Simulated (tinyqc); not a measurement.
From results back to parameters: metal-induced gap states at the contact of a metal chain and a two-band chain. Three cases, with inputs chosen for the exercise.

Problem. With gap states the barrier for electrons is phi = S (W - chi - p) + p, W being the work function of the metal, S the pinning factor and p the depth of the neutrality level below the conduction edge. The barriers for two metals come from hidden S and p, those of the chain and not of a measured contact.

Case 1.

Values chosen (out of a larger set: gap and optical dielectric constant near those of GaN; the chain itself is a model; not measured data): W1 = 4.06 eV (work function of metal 1); W2 = 5.14 eV (of metal 2); chi = 3.97 eV (electron affinity).

barriers (eV): metal 1 1.03050, metal 2 1.65906

Case 2.

Values chosen (out of a larger set: gap and optical dielectric constant near those of Si; the chain itself is a model; not measured data): W1 = 4.32 eV (work function of metal 1); W2 = 5.25 eV (of metal 2); chi = 4.13 eV (electron affinity).

barriers (eV): metal 1 0.45880, metal 2 0.49600

Case 3.

Values chosen (out of a larger set: gap and optical dielectric constant near those of Si; the chain itself is a model; not measured data): W1 = 4.46 eV (work function of metal 1); W2 = 5.26 eV (of metal 2); chi = 4.19 eV (electron affinity).

barriers (eV): metal 1 0.45564, metal 2 0.54844

Find: S, p (eV).

Solution. The slope of the barrier against W is S; then p = (phi1 - S (W1 - chi))/(1 - S).

Case 1.

S, p (eV): 0.582  2.340

Case 2.

S, p (eV): 0.040  0.470

Case 3.

S, p (eV): 0.116  0.480

Computed by tinyqc, one run a case: `OMP_NUM_THREADS=1 python tinyqc.py N N+1 out.jsonl` with N = 1482663, 1482709, 1482777; one thread of a shared Intel(R) Xeon(R) Processor @ 2.30GHz, about 0.01 s a run at most.
